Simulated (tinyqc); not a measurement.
What moves the results: deep level as a short-range spherical well. A value that a table varies takes the place of the one given here.

A spherical well of radius R and depth V0 below the conduction edge, one mass m, c = hbar^2/2m0. The s level at binding Et solves k cot(k R) = -kappa with k = sqrt(m (V0 - Et)/c), kappa = sqrt(m Et/c); it exists for V0 > Vc = c (pi/2R)^2/m. Outside, psi falls as exp(-kappa r)/r.

Lucovsky model (delta well, plane-wave final states, no local-field factor): sigma = (32 pi alpha c/(3 n_r m Et)) (x - 1)^(3/2)/x^3, x = h nu/Et, c = hbar^2/2m0; 1 angstrom^2 = 1e-16 cm^2.

Constants: hbar^2/2m0 = 3.80998211 eV angstrom^2; fine-structure constant alpha = 0.007297352564; e^2/(4 pi eps0) = 14.39964547 eV angstrom; kB = 8.617333262e-05 eV/K.

Values chosen for the exercise (near those of Si; not measured data): R = 4.8 angstrom (radius of the well); m = 0.27 m0 (mass); fV = (1.04, 1.09, 1.35, 1.48, 1.96, 3.42, 6.89) (V0/Vc); n_r = 3.48 (refractive index); xs = (1.03, 1.16, 1.38, 1.8, 2.06, 3.2, 4.84, 6.25) (photon energies h nu/Et); eps = 12 (static dielectric constant); T = 150 K (temperature); Fs = (1, 5, 20, 50, 100, 200) kV/cm (fields).

## From threshold to a deep level

Et against the depth at fixed R; near threshold Et = (pi^2/16)(V0 - Vc)^2/Vc.

Results:
```
V0/Vc,V0 (eV),Et (eV),threshold form (eV),1/kappa (angstrom),share outside
1.04,1.572,0.001449,0.001491,98.7,0.953
1.09,1.647,0.007085,0.007551,44.6,0.899
1.35,2.040,0.09120,0.1142,12.4,0.689
1.48,2.237,0.1598,0.2148,9.4,0.615
1.96,2.962,0.5125,0.8591,5.2,0.432
3.42,5.168,2.058,5.459,2.6,0.212
6.89,10.412,6.607,32.34,1.5,0.085
```

The threshold form holds to 10 % up to V0/Vc = 1.09 of those listed. There the state is mostly outside the well (95 % in the first row) and knows only Et, which is why a delta-well model works; more than half is inside from V0/Vc = 1.96 on. A second s level would need V0/Vc > 9. From V0/Vc = 3.42 on Et exceeds the gap of the host, about 1.1 eV, so those rows only show the model.

## Neutral against charged centre

Et = 0.42843 eV

Lucovsky cross-section, its shape relative to the peak, and the shape of a hydrogen-like centre relative to threshold: x^-4 exp(4 - 4 atan(e)/e)/(1 - exp(-2 pi/e)), e = sqrt(x - 1).

Results:
```
x,h nu (eV),sigma (1e-18 cm^2),relative to peak,hydrogen-like
1.03,0.441,1.10,0.038,0.924
1.16,0.497,9.49,0.328,0.671
1.38,0.591,20.6,0.713,0.418
1.80,0.771,28.4,0.982,0.199
2.06,0.883,28.9,0.999,0.136
3.20,1.371,23.0,0.797,0.038
4.84,2.074,15.4,0.531,0.011
6.25,2.678,11.4,0.394,0.005
```

The short-range centre starts from zero, reaches half its peak at x = 1.24 and peaks at x = 2; in the last row it still has 39 % of the peak. The Coulomb centre is largest at threshold and is down to 0.5 % there. Reading the peak as the threshold would misplace the level by a factor 2, here 0.43 eV. Rows above the gap, about 1.1 eV, are hidden by band-to-band absorption.

## Emission in a field

Barrier lowering for a charged centre (Poole-Frenkel) is 2 sqrt(q e F/eps), q = e^2/(4 pi eps0), and for the neutral well e F R; the one-dimensional enhancement is exp(lowering/kB T). 1 kV/cm = 1e-5 V/angstrom; tunnelling is left out.

Results:
```
F (kV/cm),"lowering, charged (meV)",enhancement,saddle at (angstrom),"lowering, neutral (meV)",enhancement
1,6.9,1.71,346,0.05,1.004
5,15.5,3.32,155,0.24,1.019
20,31.0,11.0,77,0.96,1.077
50,49.0,44.3,49,2.40,1.204
100,69.3,213,35,4.80,1.450
200,98.0,1.96e+03,24,9.60,2.102
```

At 200 kV/cm the charged centre emits 1.96e+03 times faster and the neutral one 2.10 times: the logarithm of the enhancement is linear in sqrt(F) for the first and in F for the second, which tells the charge state. The largest lowering is 23 % of Et.

(tinyqc, `OMP_NUM_THREADS=1 python tinyqc.py 1252039 1252040 out.jsonl`, Intel(R) Xeon(R) Processor @ 2.30GHz, 1 thread, shared host, about 0.01 s.)
